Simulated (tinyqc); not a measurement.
Non-radiative capture by multiphonon emission, one effective mode: one step, computed by the program tinyqc.

The initial state (free carrier plus empty centre) lies dE above the final state; both have the same frequency and are displaced by dQ.

Problem. Geometry of the two curves. dQ = sqrt(2 S (hbar^2/u)/hbar omega); relaxation energy lambda = S hbar omega; phonons needed P = dE/hbar omega; classical barrier E_b = (dE - lambda)^2/(4 lambda); occupation n = 1/(exp(hbar omega/k_B T) - 1).

Inputs (values chosen for the exercise, with mass, screening and phonons like those of CdS):

| quantity | value | unit |
|---|---|---|
| energy released dE | 0.462 | eV |
| phonon energy hbar omega | 32.7 | meV |
| Huang-Rhys factor S | 8.96 | - |
| temperature T | 77 | K |

Centre: repulsive.

Constants: hbar^2/u = 4.18015928e-03 eV angstrom^2; k_B = 8.617333262e-05 eV/K.

Give: dQ; lambda; P; classical barrier E_b; occupation n.

Solution.

dQ = 1.5135 u^(1/2) angstrom

lambda = 0.292992 eV

P = 14.128

classical barrier E_b = 0.024372 eV

occupation n = 0.0072927

dE exceeds lambda: the inverted case usual for deep centres, in which the curves cross on the far side of the initial minimum.
